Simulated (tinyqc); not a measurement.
What moves the results: strained quantum well: band edges, subbands and transparency. A value that a table varies takes the place of the one given here.

Growth on (001), barriers unstrained: tr(e) = e (2 - nu2), Z = b e (1 + nu2); Ec = Ev + Eg + ac tr(e), E_HH = Ev + av tr(e) + Z, E_LH = Ev + av tr(e) - Z (coupling to the split-off band left out).

Masses along z: me, 1/(g1 - 2 g2) for HH, 1/(g1 + 2 g2) for LH, likewise in the barrier; in the plane me, 1/(g1 + g2) for HH and 1/(g1 - g2) for LH (no mixing, which understates the hole masses away from k = 0). Level n solves k L + 2 atan[(k/m)/(kappa/mb)] = n pi, k = sqrt(m E/c), kappa = sqrt(mb (V - E)/c), c = hbar^2/2m0.

Transparency (Bernard-Duraffourg): Fc - Fv equals the lowest transition energy with n = p, n = sum m/(2 pi c) kB T ln(1 + exp((Fc - E)/kB T)) and p likewise over the listed subbands; c = hbar^2/2m0, 1/angstrom^2 = 1e16/cm^2.

Constants: hbar^2/2m0 = 3.80998211 eV angstrom^2; kB = 8.617333262e-05 eV/K; hc = 1239.841984 eV nm.

Parameters, chosen for this exercise (near those of an InGaAs/InP well; not measured data): nu2 = 0.995 (2 C12/C11); Eg = 0.735 eV (unstrained gap of the well); Ev = -0.596 eV (its valence edge); ac = -6.08 eV; av = 1.08 eV (Ev moves by av tr(e)); b = -1.9 eV (shear potential); Egb = 1.349 eV (gap of the barrier); Evb = -0.94 eV (its valence edge); L = 54 angstrom (well width); me = 0.0434 m0 (electron mass); g1 = 13.75 (gamma1); g2 = 5.41 (gamma2); meb = 0.08 m0; g1b = 5.08; g2b = 1.6; T = 300 K (temperature); es = (-0.02, -0.014, -0.008, -0.003, 0, 0.003, 0.007, 0.012) (strains); e = 0.0011 (strain in the plane); Ls = (30, 40, 55, 70, 90, 120) angstrom (widths).

## Strain as a design knob

Only the strain is changed; the unstrained gap and the masses are kept.

Results:
```
e (%),wavelength (nm),top hole,hh1 - lh1 (meV),n_tr (1e12/cm^2),share in top
-2.0,1394,hh1,198,0.370,0.92
-1.4,1415,hh1,156,0.371,0.92
-0.8,1438,hh1,115,0.376,0.89
-0.3,1459,hh1,80,0.392,0.82
0.0,1472,hh1,59,0.415,0.72
0.3,1486,hh1,38,0.458,0.58
0.7,1505,hh1,10,0.559,0.36
1.2,1580,lh1,-26,0.559,0.84
```

n_tr is largest at e = +0.7 % (0.56), where hh1 - lh1 = 10 meV and the top subband holds 36 % of the holes, and smallest, 0.37, at -2.0 and -1.4 %. The top hole level turns from hh to lh, and the light from TE to TM, between +0.7 and +1.2 %. The wavelength runs from 1394 to 1580 nm.

## Width of the well

All levels anew.

Results:
```
L (angstrom),wavelength (nm),top hole,hh1 - lh1 (meV),n_tr (1e12/cm^2),share in top,n_tr/L (1e18/cm^3)
30,1329,hh1,83,0.377,0.89,1.26
40,1404,hh1,68,0.394,0.81,0.98
55,1481,hh1,50,0.431,0.67,0.78
70,1531,hh1,38,0.473,0.54,0.68
90,1575,hh1,26,0.527,0.43,0.59
120,1614,hh1,16,0.606,0.32,0.51
```

The wavelength tunes by 285 nm. The sheet density at transparency changes from 0.38 to 0.61, the top hole subband holding 0.89 and 0.32 of the holes at the ends, while the volume density falls by a factor 2.5. Critical thickness and carrier escape are left out.

## What each parameter does

Edge wavelength, hh1 - lh1 and n_tr. Each row changes one parameter from the base and keeps the others.

Results:
```
case,wavelength (nm),hh1 - lh1 (meV),n_tr (1e12/cm^2)
base,1477.0,51.1,0.428
L = 46 angstrom,1439.3,60.0,0.407
e = -0.0009,1468.0,65.2,0.406
Eg = 0.715 eV,1508.0,51.1,0.428
b = -2.18 eV,1476.0,50.0,0.430
ac = -5.47 eV,1476.0,51.1,0.428
me = 0.0477 m0,1480.2,51.1,0.451
g1 = 14.58,1470.8,48.2,0.419
T = 340 K,1477.0,51.1,0.503
```

The largest shifts from the base row, up to three for each result and ties (the steps differ in size, so this ranks the rows, not the parameters). wavelength (nm): L -37.7, Eg +31.0, e -9.0; unchanged at the printed digits by T. hh1 - lh1 (meV): e +14.0, L +8.8, g1 -3.0; unchanged at the printed digits by Eg, ac, me and T. n_tr (1e12/cm^2): T +0.075, me +0.023, e -0.022; unchanged at the printed digits by Eg and ac.

tinyqc: `OMP_NUM_THREADS=1 python tinyqc.py 1252734 1252735 out.jsonl`; about 0.01 s, one thread, shared Intel(R) Xeon(R) Processor @ 2.30GHz.
